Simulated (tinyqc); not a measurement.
Site energy and hopping from one surface Green function.

Inverse problem. A semi-infinite chain with site energy e0 and hopping -t has g_s = 1/(E - e0 - t^2 g_s). Inside the band |g_s| = 1/t and Re g_s = (E - e0)/(2 t^2). Find t and e0.

g_s at E = 3.57 eV = 0.21280000-0.33869774i 1/eV

Answer. t = 1/|g_s|, and e0 = E - 2 t^2 Re g_s.

t = 2.500 eV
e0 = 0.9100 eV

Program tinyqc, `OMP_NUM_THREADS=1 python tinyqc.py 2680018 2680019 out.jsonl`; Intel Xeon 2.30GHz, shared host, one thread, about 0.05 s.
